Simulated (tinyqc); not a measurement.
Photoconductance decay in a wafer: bulk and surface recombination modes, and iron detection by pair splitting: one step, computed by the program tinyqc. Command: `OMP_NUM_THREADS=1 python tinyqc.py 3113246 3113247 out.jsonl pcd walk`. One thread of a shared host (Intel(R) Xeon(R) Processor @ 2.30GHz), about 0.01 s of CPU time with the checks.

Both faces of the wafer have the same S; injection is low and all coefficients are constant. x runs from -W/2 to W/2.

Problem. Effective lifetime. Even modes cos(a x) obey b tan b = S W/(2 D) with b = a W/2, odd modes sin(a x) obey -b cot b = S W/(2 D); each decays at the rate 1/tau_b + D a^2. tau_eff is the decay time of the first mode. The surface time is 1/(D a^2) of that mode; shortcuts for it are W/(2 S), W^2/(pi^2 D) and their sum, whose error is sum/surface time - 1.

Inputs (values chosen for the exercise, modelled on p-type silicon):
```
quantity                          value         unit
thickness W                         775   micrometre
diffusivity D                      31.3       cm^2/s
bulk lifetime tau_b without iron   1000  microsecond
surface recombination velocity S    850         cm/s
```

Give: tau_eff; surface time; W/(2 S); W^2/(pi^2 D); error of the sum; tau_eff/tau_b.

Solution.

tau_eff = 58.79 microsecond

surface time = 62.46 microsecond

W/(2 S) = 45.59 microsecond

W^2/(pi^2 D) = 19.44 microsecond

error of the sum = 4.111 %

tau_eff/tau_b = 0.05879

tau_eff is only 0.059 of tau_b, so it understates the bulk lifetime.
